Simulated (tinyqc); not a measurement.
# Van der Pauw, Hall and four-point-probe measurements on a doped layer, step by step

Computed by the program tinyqc: `OMP_NUM_THREADS=1 python tinyqc.py 2850172 2850173 out.jsonl`, one thread of a shared Intel Xeon 2.30GHz, about 0.01 s for the whole run. Printed values are rounded.

A uniform n-type layer with sheet resistance Rs = 1/(q ns mu), point contacts, low field (mu B small).

Values chosen for this exercise:
```
symbol,value,unit,meaning
ns,1.3e12,cm^-2,sheet density of the layer
mu,1500,cm^2/(V s),drift mobility
rH,0.8,,Hall factor
B,0.3,T,magnetic field
I,500,uA,current
ar,1.56,,side ratio a/b of a rectangular sample with corner contacts
t,200,nm,thickness of the layer
```

Constants: q = 1.602176634e-19 C. Results are converted to the units shown.

## Resistances and Hall voltage

Rs = 1/(q ns mu). For a rectangle with contacts at the corners, RA = (8 Rs/pi) sum_(k>=0) ln coth((2k + 1) pi a/(2 b)) with current along a short side b and voltage along the opposite one, RB the same with a and b exchanged; Hall voltage VH = rH B I/(q ns), negative for electrons.

Rs = 3200.774 ohm/square
RA = 121.2914 ohm
RB = 2228.358 ohm
VH = -57.61393 mV

RB/RA = 18.4; for a square both equal Rs ln 2/pi = 706 ohm.

## Starting value

z = 2 ln 2/(pi (RA + RB)), exact for RA = RB.

z at the start = 0.1878030 mS

## Iteration 1: new z

The van der Pauw equation exp(-pi RA z) + exp(-pi RB z) = 1 is solved for z = 1/Rs: e1 = exp(-pi RA z), e2 = exp(-pi RB z), f = e1 + e2 - 1, f' = -pi (RA e1 + RB e2), z(new) = z - f/f'.

e1 = 0.9309385
e2 = 0.2685462
f = 0.1994847
f' = -2.234715 kohm
z after iteration 1 = 0.2770693 mS

## Iteration 2: new z

As before.

e1 = 0.8998054
e2 = 0.1437543
f = 0.04355973
f' = -1.349235 kohm
z after iteration 2 = 0.3093541 mS

## Course of the iteration

Stop when the step is below 1e-10 mS, or after 40 iterations.

Course of the iteration:

| iteration | z before the step (mS) | step (mS) |
|---|---|---|
| 1 | 0.1878030 | 0.0893 |
| 2 | 0.2770693 | 0.0323 |
| 3 | 0.3093541 | 3.05e-3 |
| 4 | 0.3124009 | 2.36e-5 |
| 5 | 0.3124244 | 1.39e-9 |
| 6 | 0.3124244 | < 1e-14 |

Converged in 6 iterations.

## Sheet density, mobility and bulk values

converged z = 0.3124244 mS

Rs = 1/z; Hall sheet density B I/(q |VH|); Hall mobility |VH|/(Rs B I); true values ns = rH times the Hall density, mu = Hall mobility/rH; bulk density ns/t, resistivity Rs t; correction factor F = Rs/[(pi/ln 2)(RA + RB)/2].

Rs = 3200.774 ohm/square
Hall sheet density = 1.625e12 cm^-2
Hall mobility = 1200 cm^2/(V s)
ns = 1.3e12 cm^-2
mu = 1500 cm^2/(V s)
bulk density = 6.5e16 cm^-3
resistivity = 0.06401548 ohm cm
F = 0.6011150

Taking the mean of RA and RB without F would overstate Rs by 66 %.
